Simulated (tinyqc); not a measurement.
Changing the oxide thickness d: X-ray photoelectron analysis of a thin oxide on a semiconductor: attenuation lengths, thickness, angle series and band offsets. Computed by tinyqc, a small Python program. Command: `OMP_NUM_THREADS=1 python tinyqc.py 3110343 3110344 out.jsonl xps sweep`. One thread of a shared host (Intel(R) Xeon(R) Processor @ 2.30GHz), about 0.01 s of CPU time with the checks.

The same element is seen in the oxide and in the substrate, at nearly the same kinetic energy; films are flat and uniform, and the work function is ignored.

Inputs (values chosen for the exercise, modelled on SiO2 on silicon):
```
quantity                                           value     unit
photon energy                                     1486.6       eV
binding energy of the core level                    99.4       eV
oxide density                                       2.26   g/cm^3
oxide formula mass                                 60.08    g/mol
valence electrons per oxide formula                   16        -
oxide gap                                           8.77       eV
substrate density                                   2.33   g/cm^3
substrate formula mass                             28.09    g/mol
valence electrons per substrate formula                4        -
substrate gap                                       1.12       eV
emission angle from the normal                        30  degrees
attenuation length over inelastic mean free path    0.86        -
carbon overlayer                                     0.3       nm
counts in the two peaks together                   20000        -
valence band offset used to make the data           4.49       eV
core level less valence band top, substrate        98.88       eV
core level less valence band top, thick oxide      98.26       eV
field in the oxide                                  0.56    MV/cm
```

Method:
- TPP-2M: lambda = E/(E_p^2 [b ln(c E) - C/E + D/E^2]) in angstrom, E_p = 28.8 sqrt(N_v rho/M), b = -0.10 + 0.944/sqrt(E_p^2 + E_g^2) + 0.069 rho^0.1, c = 0.191/sqrt(rho), U = N_v rho/M, C = 1.97 - 0.91 U, D = 53.4 - 20.8 U, with E = photon energy less binding energy in eV.
- Attenuation length L = factor x lambda.
- R_0 = (rho_o/M_o) L_o/((rho_s/M_s) L_s); peak ratio R = I_ox/I_sub = R_0 [exp(d/(L_o cos theta)) - 1]; hence d = L_o cos theta ln(1 + R/R_0). A carbon layer weakens both peaks alike, by exp(-d_C/(L_o cos theta)) if its L is taken equal to L_o. This R_0 leaves out intrinsic losses from the substrate peak, so calibrated values can be larger.
- With x = d/(L_o cos theta): d ln d/d ln R = (1 - exp(-x))/x = -d ln d/d ln R_0; counting error of R = 1/sqrt(N f (1 - f)), f the oxide share, which times the sensitivity gives that of d; an angle error adds tan(theta) d theta; d is proportional to L_o at fixed R_0. Assumed errors: 5 % in R_0, 1 degree, 5 % in L_o.
- Valence band offset = (E_core - E_v)(substrate) - (E_core - E_v)(oxide) + (core level separation at the interface, oxide less substrate). The separation is made here from the given offset; a uniform field F that raises the binding energy towards the surface shifts the oxide peak by e F <z>, <z> = d/(1 - exp(-x)) - d/x, x = d/(L_o cos theta), being the mean distance from the interface. Conduction band offset = oxide gap - substrate gap - valence band offset.

One run for each value:
```
oxide thickness d (nm)     ratio R  counting error of d (%)  sensitivity to R  apparent valence band offset (eV)
0.30                    6.2334e-02                   2.8562           0.94932                             4.4985
0.46                    9.8352e-02                   2.2875           0.92370                             4.5032
0.70                    1.5630e-01                   1.8344           0.88699                             4.5104
1.10                    2.6439e-01                   1.4434           0.83009                             4.5228
1.70                    4.5769e-01                   1.1485           0.75381                             4.5423
2.50                    7.8739e-01                   0.9495           0.66660                             4.5701
3.90                    1.6408e+00                   0.7955           0.54569                             4.6233
6.00                    4.0314e+00                   0.7408           0.41807                             4.7129
9.10                    1.3025e+01                   0.8275           0.30115                             4.8615
14.00                   7.4861e+01                   1.2566           0.20269                             5.1198
```

Over the rows, ratio R rises from 0.0623 to 74.9 (exponent d ln y / d ln x 1.1 between the first rows and 4.1 between the last); counting error of d (%) goes from 2.86 through a minimum among these rows, 0.741 at 6.00, to 1.26; sensitivity to R falls from 0.949 to 0.203 (exponent d ln y / d ln x -0.064 between the first rows and -0.92 between the last). At the low end the exponent of ratio R is 1.07, close to 1: a film thin against L cos theta. The counting error is least at d = 6 nm among these rows: thin films give few oxide counts, thick ones few substrate counts.

Extremes, crossings and ranges named in words are read from the listed rows.
